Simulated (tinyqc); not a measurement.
Worked calculation: RKS/LDA (VWN5) in the sto-3g basis, for H4, spin multiplicity 1. One step of it, computed by the program tinyqc.

Question. Iteration 1: diagonalisation and new density. Diagonalise F' = X^T F X, C = X C', fill 2 alpha and 2 beta electrons from the bottom; D = 2 C_occ C_occ^T. Each column has its largest component positive (the first on a tie).

Kohn-Sham matrix F (hartree), order 1H 1s, 2H 1s, 3H 1s, 4H 1s:
```
[[-0.113473, -0.147616, -0.024697, -0.001274],
 [-0.147616, -0.140393, -0.188307, -0.024652],
 [-0.024697, -0.188307, -0.140348, -0.147407],
 [-0.001274, -0.024652, -0.147407, -0.113427]]
```

X, order 1H 1s, 2H 1s, 3H 1s, 4H 1s:
```
[[1.031028, -0.151657, 0.024583, -0.003007],
 [-0.151657, 1.084893, -0.201258, 0.024556],
 [0.024583, -0.201258, 1.084796, -0.151423],
 [-0.003007, 0.024556, -0.151423, 1.030936]]
```

Give: F' = X^T F X; orbital energies; coefficients C; D after iteration 1.

Answer.

F' = X^T F X (hartree):
```
[[-0.0776, -0.1326, 0.0251, -0.0039],
 [-0.1326, -0.0442, -0.1756, 0.0251],
 [0.0251, -0.1756, -0.0442, -0.1324],
 [-0.0039, 0.0251, -0.1324, -0.0777]]
```

orbital energies (hartree): [-0.2784, -0.1592, -0.0230, 0.2169]

coefficients C, order 1H 1s, 2H 1s, 3H 1s, 4H 1s:
```
[[0.2695, -0.5832, 0.6810, -0.4585],
 [0.5057, -0.3237, -0.3776, 0.8591],
 [0.5054, 0.3244, -0.3784, -0.8585],
 [0.2689, 0.5836, 0.6813, 0.4575]]
```

D after iteration 1, order 1H 1s, 2H 1s, 3H 1s, 4H 1s:
```
[[0.8255, 0.6501, -0.1059, -0.5357],
 [0.6501, 0.7210, 0.3011, -0.1058],
 [-0.1059, 0.3011, 0.7212, 0.6504],
 [-0.5357, -0.1058, 0.6504, 0.8257]]
```
